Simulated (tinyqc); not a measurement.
# Inputs raised by 2 %, one at a time

Model: Born-von Karman spring model of a cubic crystal with one atom per cell. Computed by tinyqc, a small Python program. Command: `OMP_NUM_THREADS=1 python tinyqc.py 3012618 3012619 out.jsonl springs sens`. One thread of a shared host (Intel(R) Xeon(R) Processor @ 2.30GHz), about 0.3 s of CPU time with the checks.

First neighbours lie at a/2 (1,1,1) (8 of them), second at a (1,0,0) (6), with all permutations and signs; the volume per atom is Omega = a^3/2. Two shells of springs match a real metal only roughly, above all at the zone boundary.

Inputs (values chosen for the exercise, modelled on tantalum):

| quantity | value | unit |
|---|---|---|
| lattice constant a | 3.3 | angstrom |
| atomic mass M | 180.95 | u |
| radial spring k1L | 3.33 | eV/angstrom^2 |
| transverse spring k1T | -0.3 | eV/angstrom^2 |
| radial spring k2L | 1.8 | eV/angstrom^2 |
| transverse spring k2T | -0.069 | eV/angstrom^2 |
| mesh divisions n | 10 | - |
| temperature T | 150 | K |

Lattice: bcc.

Constants: 1 eV/angstrom^3 = 160.2176634 GPa; u = 1.6605390666e-27 kg; nu for 1 eV/(angstrom^2 u) = 15.6333042 THz; h x 1 THz = 4.135667696 meV; k_B = 8.617333262e-05 eV/K; hbar^2/u = 4.18015928e-03 eV angstrom^2; hbar = 1.054571817e-34 J s; k_B = 1.380649e-23 J/K.

Method:
- [ij,kl] = (1/(2 Omega)) sum_R K_ij R_k R_l; C11 = [xx,xx], C44 = [xx,yy], C12 = 2 [xy,xy] - C44; B = (C11 + 2 C12)/3; Zener ratio A = 2 C44/(C11 - C12). K(R) = kL n n^T + kT (1 - n n^T).
- rho = M/Omega and v = sqrt(C/rho), with C = C11, C44, C44 along [100]; (C11 + C12 + 2 C44)/2, C44, (C11 - C12)/2 along [110]; (C11 + 2 C12 + 4 C44)/3 and twice (C11 - C12 + C44)/3 along [111].
- A neighbour at R with unit vector n couples by the matrix K(R) = kL n n^T + kT (1 - n n^T), and D(q) = (1/M) sum_R K(R) [1 - cos(q.R)].
- An eigenvalue lambda of D in eV/(angstrom^2 u) gives nu = 15.6333042 THz x sqrt(lambda).
- Take the highest frequency at H = (1, 0, 0) (2 pi/a).
- Mesh: q = sum_i (m_i + 1/2)/n b_i, m_i = 0..n-1, with b = [[0, 1, 1], [1, 0, 1], [1, 1, 0]] in 2 pi/a; sums are averages over the n^3 points, per atom.
- With x = h nu/(k_B T) and n = 1/(exp(x) - 1) for each mode: F = k_B T [x/2 + ln(1 - exp(-x))], U = k_B T x (n + 1/2), S/k_B = x n - ln(1 - exp(-x)), C/k_B = x^2 n (n + 1).
- <u_x^2> = (1/3) sum over modes of hbar^2/(2 M h nu) coth(x/2); zero-point energy = sum h nu/2. <u_x^2> converges slowly with the mesh, from below, with an error of order 1/n.
- Christoffel matrix G_xx = C11 n_x^2 + C44 (1 - n_x^2), G_xy = (C12 + C44) n_x n_y, with eigenvalues rho v^2; v_m^-3 is the mean of v^-3 over three branches and all directions (12 Gauss-Legendre points in cos(theta) times 24 angles phi = (j + 1/2) pi/12); q_D = (6 pi^2/Omega)^(1/3); Theta = hbar v_m q_D/k_B.

Runs:

| input moved | from | to | highest frequency at H (THz) | elastic Debye temperature (K) | entropy S (k_B/atom) | zero-point energy (meV/atom) |
|---|---|---|---|---|---|---|
| base run | - | - | 4.435 | 259.7 | 2.905 | 22.43 |
| lattice constant a (angstrom) | 3.3 | 3.366 | 4.435 | 259.7 | 2.905 | 22.43 |
| atomic mass M (u) | 180.95 | 184.569 | 4.391 | 257.2 | 2.931 | 22.21 |
| radial spring k1L (eV/angstrom^2) | 3.33 | 3.3966 | 4.488 | 261.6 | 2.883 | 22.61 |
| radial spring k2L (eV/angstrom^2) | 1.8 | 1.836 | 4.435 | 261.4 | 2.893 | 22.51 |
| transverse spring k1T (eV/angstrom^2) | -0.3 | -0.306 | 4.425 | 258.8 | 2.911 | 22.39 |
| temperature T (K) | 150 | 153 | 4.435 | 259.7 | 2.958 | 22.43 |

Exponents ln(y'/y) / ln(x'/x):

| input | highest frequency at H | elastic Debye temperature | entropy S | zero-point energy |
|---|---|---|---|---|
| lattice constant a | 0.000 | 0.000 | 0.000 | 0.000 |
| atomic mass M | -0.500 | -0.500 | 0.457 | -0.500 |
| radial spring k1L | 0.609 | 0.373 | -0.377 | 0.417 |
| radial spring k2L | 0.000 | 0.330 | -0.202 | 0.190 |
| transverse spring k1T | -0.111 | -0.174 | 0.103 | -0.091 |
| temperature T | 0.000 | 0.000 | 0.912 | 0.000 |

Among the inputs moved here: highest frequency at H answers most in size to radial spring k1L (exponent +0.609), next to atomic mass M (-0.500); its exponent is below 0.0005 for lattice constant a, radial spring k2L, temperature T. Its exponent -0.500 in atomic mass M: every frequency scales as M^(-1/2). Elastic Debye temperature answers most in size to atomic mass M (exponent -0.500), next to radial spring k1L (+0.373); its exponent is below 0.0005 for lattice constant a, temperature T. Its exponent 0.000 in lattice constant a: v_m grows as a and q_D falls as 1/a. Its exponent -0.500 in atomic mass M: frequencies scale as M^(-1/2). Entropy S answers most in size to temperature T (exponent +0.912), next to atomic mass M (+0.457); its exponent is below 0.0005 for lattice constant a. Zero-point energy answers most in size to atomic mass M (exponent -0.500), next to radial spring k1L (+0.417); its exponent is below 0.0005 for lattice constant a, temperature T. Its exponent -0.500 in atomic mass M: frequencies scale as M^(-1/2).

Extremes, crossings and ranges named in words are read from the listed rows.
